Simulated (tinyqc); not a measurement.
What each parameter does: nanosheet or nanowire with hard walls, valleys of the Ge type.

Four ellipsoidal valleys along <111>: inverse mass tensor w = 1/mt + (1/ml - 1/mt) a a^T with a the unit axis. Device axes: x along the channel, z = [001], y = z x x. The Gamma and Delta valleys are left out; the heavy Delta valleys, about 0.18 eV up, lie lowest once the L levels pass about 0.2 eV.

Hard walls around a W x H rectangle. The block w_c of w in (y, z) confines; the transport mass follows from 1/m_x = w_xx - w_xc w_c^-1 w_cx. The cross-section problem c (w_yy ky^2 + 2 w_yz ky kz + w_zz kz^2), c = hbar^2/2m0, is solved in products sin(n pi y/W) sin(l pi z/H), n, l = 1 to 12; if w_yz = 0 the levels are c pi^2 (w_yy n^2/W^2 + w_zz l^2/H^2). The w_yz term couples (n, l) to (n', l') by -2 c w_yz D_nn'(W) D_ll'(H) with D_nm(L) = 4 n m/(L (n^2 - m^2)) for n + m odd and 0 otherwise.

Without degeneracy the line density is N1 exp((EF - Ec)/kB T) with N1 = sum 2 g sqrt(m_x kB T/(4 pi c)) exp(-E/kB T), here over n, l up to 80 where w_yz = 0 and over all levels of a 12 x 12 sine basis otherwise; the classical value is W H Nc with Nc = 2 g_all (m_dos kB T/(4 pi c))^(3/2), m_dos = (ml mt^2)^(1/3); dVt = kB T ln(W H Nc/N1).

Constants: hbar^2/2m0 = 3.80998211 eV angstrom^2; kB = 8.617333262e-05 eV/K.

Inputs chosen for the exercise (near those of Ge; not measured data): ml = 1.603 m0 (longitudinal mass); mt = 0.082 m0 (transverse mass); T = 77 K (temperature); g_all = 4 (number of valleys); channel = 110 (transport direction x on a (001) wafer); W = 45 angstrom (width, along y); H = 72 angstrom (height, along z = [001]).

E1 and E2 are the two lowest subband edges over all groups.

Results for these values:
```
case  E1 (eV)  E2 - E1 (meV)  m_x of lowest (m0)  dVt (mV)
base   0.1117           64.8               0.082     104.2
```

What happens to each result for ml = 1.763 m0, all else kept?

Answer: E1 falls from 0.1117 to 0.1098; E2 - E1 falls from 64.8 to 61.8; m_x of lowest does not change at the printed digits; dVt falls from 104.2 to 102.7.

The same for each parameter in turn:
```
case             E1 (eV)  E2 - E1 (meV)  m_x of lowest (m0)  dVt (mV)
base              0.1117           64.8               0.082     104.2
W = 35 angstrom   0.1610           64.0               0.082     151.9
H = 80 angstrom   0.1044           53.2               0.082      97.6
T = 127 K         0.1117           64.8               0.082     104.9
ml = 1.763 m0     0.1098           61.8               0.082     102.7
mt = 0.074 m0     0.1216           68.2               0.074     113.8
```

Run: tinyqc, `OMP_NUM_THREADS=1 python tinyqc.py 1252736 1252737 out.jsonl`; Intel(R) Xeon(R) Processor @ 2.30GHz, one thread, shared host; about 0.1 s of CPU time with all checks.
